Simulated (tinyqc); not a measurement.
From results back to parameters: two-band k.p model of the Delta valleys near the X point under shear strain. Two cases, with inputs chosen for the exercise.

Problem. Under a shear strain exy (|eta| < 1) the valley on the [001] axis has ml(eta) = ml/(1 - eta^2), 1/m[110] = 1/mt + eta/Mp and 1/m[1-10] = 1/mt - eta/Mp with Mp > 0, eta = D exy/Delta, Delta = 2 c k0^2/ml, k0 = kx0 2 pi/a, c = hbar^2/2m0.

Constants: hbar^2/2m0 = 3.80998211 eV angstrom^2.

Find: mt; eta; Mp; D.

Method. The mean of the two inverse transverse masses is 1/mt; eta^2 = 1 - ml/ml(eta), with the sign of 1/m[110] - 1/m[1-10] = 2 eta/Mp, which then gives Mp; D = eta Delta/exy.

Case 1.

Values chosen (near those of Si; not measured data):
- a = 5.421 angstrom (lattice constant)
- ml = 0.909 m0 (longitudinal mass)
- kx0 = 0.156 2 pi/a (distance of the minimum from X)
- exy = 0.0015 (shear strain)

m[110], m[1-10], ml(eta) (m0): 0.18176973  0.20345049  0.91348358

Solution.

mt = 0.192 m0
eta = 0.0701
Mp = 0.239 m0
D = 12.8 eV

Case 2.

Values chosen (near those of Si; not measured data):
- a = 5.447 angstrom (lattice constant)
- ml = 0.906 m0 (longitudinal mass)
- kx0 = 0.144 2 pi/a (distance of the minimum from X)
- exy = -0.0032 (shear strain)

m[110], m[1-10], ml(eta) (m0): 0.24164438  0.17205970  0.94212395

Solution.

mt = 0.201 m0
eta = -0.1958
Mp = 0.234 m0
D = 14.2 eV

Computed by tinyqc, one run a case: `OMP_NUM_THREADS=1 python tinyqc.py N N+1 out.jsonl` with N = 1081125, 1081143; one thread of a shared Intel(R) Xeon(R) Processor @ 2.30GHz, about 0.01 s a run at most.
